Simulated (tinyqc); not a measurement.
Undoped gate-all-around wire MOSFET, analytic charge model: one step of the calculation.

An undoped round wire of radius R under an insulator shell and a surrounding gate; long channel, electrons only, n = ni exp((psi - V)/Vt) with V the quasi-Fermi potential (0 at the source, Vd at the drain), constant mobility, no quantisation. The radial Poisson equation gives n(r) = n(0)/(1 - (1 - b) r^2/R^2)^2 with b = Q0/(Q + Q0). Q is the electron charge per area of the wire surface.

Question. Constants of the wire. ni = sqrt(Nc Nv) exp(-Eg/(2 Vt)), Eg in volts; Cox = eps0 eox/(R ln(1 + tox/R)); Q0 = 4 eps0 eps_r Vt/R; V0 = dphi + Vt ln[8 eps0 eps_r Vt/(q ni R^2)].

Values chosen for this exercise; material values close to those of gallium arsenide: temperature T = 250 K; band gap Eg = 1.42 eV; relative permittivity of the semiconductor eps_r = 13; conduction-band density of states at T Nc = 3.3e17 cm^-3; valence-band density of states at T Nv = 6.82e18 cm^-3; relative permittivity of the gate insulator eox = 21.5; insulator thickness tox = 11 nm; wire radius R = 15 nm; gate work function less that of the intrinsic body dphi = -0.1 V.

Constants: q = 1.602176634e-19 C, kB = 1.380649e-23 J/K, Vt = kB T/q, eps0 = 8.8541878128e-14 F/cm where lengths are in cm. Results are converted to the units shown.

Find: ni; Cox; Q0; V0.

Answer.

ni = 7297.6 cm^-3
Cox = 2.3073 uF/cm^2
Q0 = 66.126 nC/cm^2
V0 = 0.58839 V

Program tinyqc, `OMP_NUM_THREADS=1 python tinyqc.py 2460089 2460090 out.jsonl`; Intel Xeon 2.30GHz, shared host, one thread, about 0.02 s.
